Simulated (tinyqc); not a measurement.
Composition against offsets: model-solid line-up of a strained alloy layer on a substrate.

All values of the alloy are linear in x but the gap, Eg(x) = (1 - x) Eg_A + x Eg_B - C x (1 - x), and the valence edge, Ev(x) = (1 - x) Ev_A + x Ev_B + fv C x (1 - x); Ec = Ev + Eg. Ev is the top of the unstrained valence band on a scale common to all materials. In the layer only the Gamma valley of the conduction band is followed, also where an X or L valley would lie lower.

Coherent growth on a (001) face: e_par = (a_s - a)/a, e_perp = -2 (C12/C11) e_par; exx = eyy = e_par, ezz = e_perp, no shear.

Strained edges: Ec + ac tr(e); the valence edges are Ev plus the levels of the 6 x 6 matrix of X, Y, Z times spin with -Dso/3 + l exx + m (eyy + ezz) on the diagonal (cyclic), n exy off it, l = av + 2 b, m = av - b, n = sqrt(3) d. Spin-orbit term (Dso/3) L.sigma on X, Y, Z with (L_k)_ij = -i epsilon_kij: <X+|H|Y+> = -i Dso/3, <X+|H|Z-> = Dso/3, <Y+|H|Z-> = -i Dso/3, <Z+|H|X-> = -Dso/3, <Z+|H|Y-> = i Dso/3, <X-|H|Y-> = i Dso/3, and their conjugates; + and - are the spin along z.

dEc = Ec(substrate) - Ec(layer), dEv = Ev(layer) - Ev(substrate); positive values confine the carrier in the layer. Type I: both of one sign; type II: opposite signs; type III: the gaps do not overlap.

Inputs chosen for the exercise (A near GaAs, B near GaSb, substrate near InP; shifted at random, so the results belong to these values and not to a real crystal):
```
symbol  value           unit      meaning
a       (5.66, 6.092)   angstrom  lattice constant of A, B
Eg      (1.505, 0.822)  eV        gap at Gamma to the s-like level of A, B
Dso     (0.344, 0.767)  eV        spin-orbit splitting of A, B
Ev      (-0.81, -0.03)  eV        top of the unstrained valence band of A, B
ac      (-7.06, -7.55)  eV        conduction deformation potential of A, B
av      (1.16, 0.8)     eV        valence hydrostatic potential of A, B
b       (-2, -2)        eV        tetragonal shear potential of A, B
d       (-4.81, -4.69)  eV        trigonal shear potential of A, B
C11     (123.3, 89.2)   GPa       of A, B
C12     (56, 39.7)      GPa       of A, B
C44     (59.5, 43.5)    GPa       of A, B
C       1.248           eV        bowing of the gap
fv      0.7                       share of the bowing taken by the valence edge
a_s     5.876           angstrom  substrate
Eg_s    1.418           eV        lowest gap of the substrate
Ev_s    -0.94           eV        substrate valence edge
face    001                       growth face
```

Each composition is strained to the same substrate.

Results:
```
x     e_par (%)  relaxed gap (eV)  strained gap (eV)  valence splitting (meV)  dEc (eV)  dEv (eV)  type
0.11       2.95             1.308              0.883                      271     0.039     0.496     I
0.23       2.03             1.127              0.845                      176    -0.014     0.587    II
0.34       1.19             0.993              0.832                       98    -0.072     0.658    II
0.46       0.29             0.881              0.842                       23    -0.145     0.721    II
0.57      -0.51             0.810              0.837                       38    -0.222     0.803    II
0.69      -1.38             0.767              0.841                       95    -0.316     0.893    II
0.80      -2.16             0.759              0.876                      142    -0.412     0.955    II
0.92      -3.00             0.785              0.948                      188    -0.528     0.998    II
```

The alloy matches the substrate at x = 0.500, where the top valence edge changes its character and the splitting passes through zero. The strained gap runs from 0.883 to 0.948 eV, against 1.308 to 0.785 eV for the relaxed alloy: strain reverses the change that the composition makes. It is not monotonic; its extremes in the table are 0.832 and 0.948 eV. Strains above 2 % can be kept only in layers of a few nanometres. The type changes: I to II between x = 0.11 and 0.23. Offsets below about 50 meV are within the spread of parameter sets, so those rows do not settle the type.

Program tinyqc; command `OMP_NUM_THREADS=1 python tinyqc.py 1080871 1080872 out.jsonl`; about 0.01 s on one thread of a shared Intel(R) Xeon(R) Processor @ 2.30GHz.
